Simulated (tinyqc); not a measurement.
Worked calculation: standing waves and exposure in a photoresist film. Values are carried at full precision from step to step, so a last printed digit may differ when a step is redone from the rounded ones.

Normal incidence from air. Unexposed resist: N1 = n1 + i k1 with k1 = (A + B) lam/(4 pi), lam in micrometres. r01 = (1 - N1)/(1 + N1), t01 = 2/(1 + N1). Below the resist lie the layer Na = na + i ka and the substrate Ns = ns + i ks: r12 = (r1a + ras x)/(1 + r1a ras x), x = exp(4 pi i Na da/lam), r1a = (N1 - Na)/(N1 + Na), ras = (Na - Ns)/(Na + Ns). With p = exp(2 pi i N1 d/lam), the field at depth z is E(z) = t01 [exp(2 pi i N1 z/lam) + r12 p^2 exp(-2 pi i N1 z/lam)]/(1 + r01 r12 p^2), the relative intensity I(z) = n1 |E(z)|^2 and the reflectance R = |(r01 + r12 p^2)/(1 + r01 r12 p^2)|^2.

Parameters, chosen for this exercise (a resist on Si, indices near tabulated ones; shifted at random, so the results belong to these values and not to a real crystal): lam = 365 nm (vacuum wavelength); n1 = 1.708 (resist index); A = 0.3 1/micrometre (bleachable absorption (Dill A)); B = 0.07 1/micrometre (fixed absorption (Dill B)); d = 863 nm (resist thickness); ns = 6.464 (substrate n); ks = 2.773 (substrate k); na = 1.759 (n of the bottom antireflection layer); ka = 0.262 (its k); da = 86 nm (its thickness); C = 0.033 cm^2/mJ (exposure rate (Dill C)); D = 15 mJ/cm^2 (incident dose); Ld = 15 nm (diffusion length of the post-exposure bake).

## Interface coefficients

Form N1, r01, t01 and r12.

N1 = 1.70800+0.01075i
r01 = -0.2615-0.0029i
t01 = 0.7385-0.0029i
r12 = -0.1812+0.1534i
|r12|^2 = 0.0564

Next to the bottom the intensity swings by a factor ((1 + |r12|)/(1 - |r12|))^2 = 2.63 between antinode and node; without the layer |r12|^2 would be 0.4059.

## Round trip and reflectance

Form p^2, the denominator and R; the period of the standing wave is lam/(2 n1).

p^2 = 0.6438+0.3369i
1 + r01 r12 p^2 = 1.0441-0.0094i
R = 0.1706
period = 106.85 nm

The film holds 8.08 periods.

## Intensity and exposure over the lowest period

Nine depths from d - period to d. Without bleaching during the exposure the share of unexposed compound is m = exp(-C D I).

Profile:
```
z (nm)      I      m
756.1   0.455  0.799
769.5   0.652  0.724
782.9   0.864  0.652
796.2   0.964  0.620
809.6   0.893  0.643
822.9   0.689  0.711
836.3   0.471  0.792
849.6   0.365  0.835
863.0   0.431  0.808
```

I runs from 0.365 to 0.964 on these points, so m runs from 0.620 to 0.835; the least exposed point listed lies 13.4 nm above the bottom.

## Smoothing by the bake

Gaussian diffusion of length Ld multiplies a cosine of period L by exp(-2 pi^2 Ld^2/L^2). Give that factor, and the Ld that leaves 10 %.

factor = 0.678
Ld for 10 % = 36.49 nm

## Checks

- R against the transfer-matrix product: both 0.17056.

tinyqc: `OMP_NUM_THREADS=1 python tinyqc.py 1681761 1681762 out.jsonl`; about 0.01 s, one thread, shared Intel(R) Xeon(R) Processor @ 2.30GHz.
